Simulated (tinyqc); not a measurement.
Hall factor, magnetoresistance and optical conductivity for a power-law relaxation time. Which input was changed? Computed by tinyqc, a small Python program. Command: `OMP_NUM_THREADS=1 python tinyqc.py 3021554 3021555 out.jsonl magneto which`. One thread of a shared host (Intel(R) Xeon(R) Processor @ 2.30GHz), about 0.1 s of CPU time with the checks.

One spherical parabolic band, tau(E) = tau_0 x^s with x = E/(k_B T). Landau quantisation is left out.

Inputs (values chosen for the exercise, with a mass close to that of electrons in InAs):
```
quantity                          value  unit
effective mass m                  0.023   m_0
exponent s                         -0.5     -
tau_0                              1500    fs
reduced Fermi level eta            0.57     -
temperature T                       300     K
magnetic field B                 0.0055     T
frequency f                       0.025   THz
background permittivity eps_inf    7.04     -
```

Constants: m_0 = 9.1093837015e-31 kg; k_B = 1.380649e-23 J/K; hbar = 1.054571817e-34 J s; e = 1.602176634e-19 C; eps_0 = 8.8541878128e-12 F/m; c = 299792458 m/s.

Method:
- <y> = int y x^(3/2) f (1 - f) dx / int x^(3/2) f (1 - f) dx, f = 1/(1 + exp(x - eta)).
- Integrals over x = E/(k_B T) use 160 Gauss-Legendre points in u = sqrt(x) from 0 to sqrt(max(eta, 0) + 45).
- n = (2 m k_B T)^(3/2)/(3 pi^2 hbar^3) int x^(3/2) f (1 - f) dx; moments in units of tau_0.
- mu = e <tau>/m; weak field r_H = <tau^2>/<tau>^2 and MR = c (mu B)^2, c = <tau^3>/<tau>^3 - r_H^2; strong field r_H = 1 and MR = <tau> <1/tau> - 1.
- With w_c = e B/m: sigma_xx = (n e^2/m) <tau/(1 + w_c^2 tau^2)>, sigma_xy = (n e^2/m) <w_c tau^2/(1 + w_c^2 tau^2)>; r_H = (n e/B) sigma_xy/(sigma_xx^2 + sigma_xy^2); MR = sigma_0 sigma_xx/(sigma_xx^2 + sigma_xy^2) - 1, sigma_0 = n e^2 <tau>/m.
- sigma(w) = (n e^2/m) <tau/(1 - i w tau)>, w = 2 pi f; eps = eps_inf + i sigma/(eps_0 w); N = sqrt(eps); absorption coefficient 2 w Im N/c; reflectivity |(N - 1)/(N + 1)|^2; plasma frequency sqrt(n e^2/(eps_inf eps_0 m))/(2 pi).

Task: One of these inputs alone was changed, within the range given: effective mass m (0.0115 to 0.046); temperature T (150 to 600); frequency f (0.0125 to 0.05); background permittivity eps_inf (3.52 to 14.08). Which one, and to what value?

Results:
```
run     sigma_xx (S/cm)  absorption coefficient (1/cm)  magnetoresistance MR (%)
before         1229.107                       2360.688                0.03681647
after          1072.837                       2205.505                0.03681647
```

Result:

Each candidate set to reproduce sigma_xx, and what it then gives:
```
candidate                         range searched  value needed  absorption coefficient (1/cm)  magnetoresistance MR (%)
effective mass m (m_0)           0.0115 to 0.046       0.01758                         2207.4                  0.061954
temperature T (K)                     150 to 600         274.0                         2205.5                  0.036816
frequency f (THz)                 0.0125 to 0.05     no effect                              -                         -
background permittivity eps_inf    3.52 to 14.08     no effect                              -                         -
```

Only temperature T fits every result: it went from 300 to 274 K. The next best candidate, effective mass m, misses one result by 68 %.
